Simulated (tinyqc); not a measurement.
# Contact resistivity and sheet resistance from two contact lengths

Problem. Rc = [sqrt(rc Rsh)/Wc] coth(Lc/(2 LT)), LT = sqrt(rc/Rsh), Wc = 25 nm; the second contact is twice as long as the first. Find LT, rc and Rsh.

Rc for Lc = 30 and 60 nm (ohm): [453.005843, 264.177196]

Solution. With t = tanh(Lc/(2 LT)) for the shorter contact, the resistance of the longer over that of the shorter is (1 + t^2)/2. Then sqrt(rc Rsh) = Rc t Wc, and rc and Rsh follow by multiplying and dividing by LT.

LT = 34.64 nm
rc = 1.600e-9 ohm cm^2
Rsh = 133.3 ohm

tinyqc, about 0.1 s, one thread, Intel Xeon 2.30GHz (shared host): `OMP_NUM_THREADS=1 python tinyqc.py 2170135 2170136 out.jsonl`
